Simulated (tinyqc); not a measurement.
MESFET, gradual channel with velocity saturation: one step of the calculation.

A uniformly doped n-type channel, depleted from the top by a Schottky gate; at channel potential V the depleted share of a is u = sqrt((Vbi - Vg + V)/Vp), s at the source. Electrons drift with v = mu E/(1 + mu E/vsat). Abrupt depletion edge, no series resistance, source at 0.

Problem. Built-in and pinch-off voltages. Vbi = phiB - Vt ln(Nc/Nd); Vp = q Nd a^2/(2 eps0 eps_r); G0 = q mu Nd a W/L; Z = mu Vp/(vsat L); s = sqrt((Vbi - Vg)/Vp). VT = Vbi - Vp.

Values chosen for this exercise; material values close to those of gallium arsenide:
- T = 300 K (temperature)
- eps_r = 13 (relative permittivity of the semiconductor)
- Nc = 4.39e17 cm^-3 (conduction-band density of states at T)
- Nd = 2.4e17 cm^-3 (donor density of the channel)
- a = 140 nm (channel thickness)
- mu = 3500 cm^2/(V s) (low-field mobility at this doping)
- vsat = 8.2e6 cm/s (saturation velocity)
- L = 1 um (gate length)
- W = 200 um (gate width)
- phiB = 0.62 V (Schottky barrier)
- Vg = -1.2 V (gate voltage)

Constants: q = 1.602176634e-19 C, kB = 1.380649e-23 J/K, Vt = kB T/q, eps0 = 8.8541878128e-14 F/cm where lengths are in cm. Results are converted to the units shown.

Wanted: Vbi; Vp; VT; G0; Z; s.

Solution.

Vbi = 0.60439 V
Vp = 3.2738 V
VT = -2.6694 V
G0 = 376.83 mS
Z = 13.974
s = 0.74240

Z = 14.0: velocity saturation dominates.

Program tinyqc, `OMP_NUM_THREADS=1 python tinyqc.py 2500107 2500108 out.jsonl`; Intel Xeon 2.30GHz, shared host, one thread, about 0.07 s.
